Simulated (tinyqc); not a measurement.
Inside a calculation. Model: thermal boundary conductance by the acoustic and diffuse mismatch models. Computed by tinyqc, a small Python program that keeps every step. Command: `OMP_NUM_THREADS=1 python tinyqc.py 3020958 3020959 out.jsonl kapitza walk`. One thread of a shared host (Intel(R) Xeon(R) Processor @ 2.30GHz), about 0.01 s of CPU time with the checks. Intermediate numbers are printed to about 7 digits and carried at full precision; extremes and crossings named in words are read from the listed rows.

Each side has one longitudinal and two transverse Debye branches, omega = v q up to q_D = (6 pi^2 n)^(1/3), with n counting all atoms. Scattering at the interface is elastic. Electrons are left out of G, also for metals. Melting is ignored. G refers to the temperatures of the phonons sent towards the interface. Linear branches over all atoms overstate G at high T, most for crystals with several atoms a cell.

Inputs (values chosen for the exercise, modelled on silica (side 1) and aluminium nitride (side 2)):

| quantity | value | unit |
|---|---|---|
| density rho_1 | 2.17 | g/cm^3 |
| longitudinal velocity vL_1 | 5940 | m/s |
| transverse velocity vT_1 | 3820 | m/s |
| atom density n_1 | 66.7 | 1/nm^3 |
| conductivity kappa_1 | 1.42 | W/(m K) |
| density rho_2 | 3.2 | g/cm^3 |
| longitudinal velocity vL_2 | 10900 | m/s |
| transverse velocity vT_2 | 6270 | m/s |
| atom density n_2 | 93.4 | 1/nm^3 |
| conductivity kappa_2 | 295 | W/(m K) |
| temperature T | 300 | K |
| thickness d_1 | 520 | nm |
| thickness d_2 | 250000 | nm |
| heat flux J | 21 | kW/cm^2 |

Structure: film on a substrate.

Constants: hbar = 1.054571817e-34 J s; k_B = 1.380649e-23 J/K.

## Cut-off frequencies and impedances

omega_c = v q_D for each branch, given as hbar omega_c/k_B; impedance Z = rho v.

Branches:

| branch | v (m/s) | cut-off (K) | Z (1e6 kg/(m^2 s)) |
|---|---|---|---|
| L, side 1 | 5940 | 717.197 | 12.8898 |
| T, side 1 | 3820 | 461.227 | 8.2894 |
| L, side 2 | 10900 | 1472.376 | 34.8800 |
| T, side 2 | 6270 | 846.954 | 20.0640 |

## Acoustic mismatch: transmission of each branch

No mode conversion. t(theta) = 4 Z_1 Z_2 cos(theta_1) cos(theta_2)/N^2, with N = Z_2 cos(theta_1) + Z_1 cos(theta_2) for L (the form for pressure waves) and N = Z_1 cos(theta_1) + Z_2 cos(theta_2) for both T branches (the form for shear waves polarised along the interface); sin(theta_2) = (v_2/v_1) sin(theta_1), and t = 0 beyond the critical angle arcsin(v_1/v_2); the mean over the incoming flux is alpha = 2 int t sin(theta_1) cos(theta_1) d theta_1 (64 Gauss-Legendre points).

Transmission:

| branch | t at normal incidence | largest angle from side 1 (deg) | alpha, 1 to 2 | alpha, 2 to 1 |
|---|---|---|---|---|
| L | 0.7880900 | 33.02153 | 0.1896570 | 0.6386294 |
| T | 0.8275425 | 37.53532 | 0.3351327 | 0.9028700 |

For L waves from side 1 the critical cone of 33 degrees bounds the transmission; the mean is 0.19 against 0.79 at normal incidence. For T waves from side 1 the critical cone of 38 degrees bounds the transmission; the mean is 0.34 against 0.83 at normal incidence.

## Diffuse mismatch: transmission at low frequency

A phonon forgets its side and branch: alpha(1 to 2) = S_2/(S_1 + S_2), S_i = 1/vL_i^2 + 2/vT_i^2.

S_1 = 1.653994e-07 s^2/m^2

S_2 = 5.929069e-08 s^2/m^2

diffuse alpha, 1 to 2 = 0.2638776

## Boundary conductance

G = (k_B^4 T^3/(8 pi^2 hbar^3)) int W(x) x^4 e^x/(e^x - 1)^2 dx, x = hbar omega/(k_B T). Acoustic mismatch: W = sum over the three branches of alpha(1 to 2)/v_1^2, each up to the lower of its two cut-offs. Diffuse mismatch: W = S_1 S_2/(S_1 + S_2), where S_i sums 1/v^2 over the branches of side i still below their cut-off. Radiation limit: W = min(S_1, S_2). The integral is split at the four cut-offs (64 Gauss-Legendre points a piece, x at most 45). Boundary resistance R = 1/G and Kapitza length kappa_2/G use the diffuse value.

G, acoustic mismatch = 723.3628 MW/(m^2 K)

G, diffuse mismatch = 986.4728 MW/(m^2 K)

G, radiation limit = 1398.353 MW/(m^2 K)

boundary resistance R = 1.013713 m^2 K/GW

Kapitza length in side 2 = 299.0452 nm

The diffuse value is 1.36 times the acoustic one and 71 % of the radiation limit. Diffuse scattering raises G here: it ignores the impedance mismatch and lets phonons change direction and branch. Caution: at this temperature short waves carry the heat; linear branches up to q_D overstate their velocity, and inelastic processes, left out here, grow with T.

## Conductance against temperature

The formulas are those given above.

G (MW/(m^2 K)):

| T (K) | acoustic mismatch | diffuse mismatch | radiation limit |
|---|---|---|---|
| 2 | 0.004183655 | 0.003558850 | 0.004834589 |
| 5 | 0.06536961 | 0.05560703 | 0.07554046 |
| 10 | 0.5229569 | 0.4448562 | 0.6043237 |
| 20 | 4.183650 | 3.558847 | 4.834586 |
| 40 | 33.17765 | 28.31458 | 38.47892 |
| 80 | 195.7927 | 185.0132 | 254.2328 |
| 150 | 485.8802 | 570.0286 | 798.9665 |
| 300 | 723.3628 | 986.4728 | 1398.353 |
| 600 | 814.1488 | 1167.316 | 1660.289 |
| 1000 | 836.0553 | 1212.592 | 1725.976 |

All three follow T^3 at the cold end (exponent 3.00 for the diffuse model) and flatten at high T (exponent 0.07 at the hot end); the lowest cut-off is 461 K. The ratio of diffuse to acoustic goes from 0.85 to 1.45. The plateau is set by the frequencies that both sides share.

## Temperature rise through the stack

In series: Delta T = J (d_1/kappa_1 + R + d_2/kappa_2), with bulk conductivities in the layers and one-dimensional flow.

temperature drops (K): film 76.90141, interface 0.2128797, substrate 177.9661

total rise Delta T = 255.0804 K

interface share of film plus interface = 0.002760574

The substrate takes the largest drop, 70 % of the total. Caution: the rise is not small against T, so constant conductivities fail; a rise of thousands of kelvin would destroy the stack.

Checks made by the program: detailed balance alpha_12/v_1^2 = alpha_21/v_2^2 (relative difference below 1e-10); low-temperature limit G = pi^2 k_B^4 T^3 alpha S_1/(30 hbar^3) (relative difference below 1e-10).
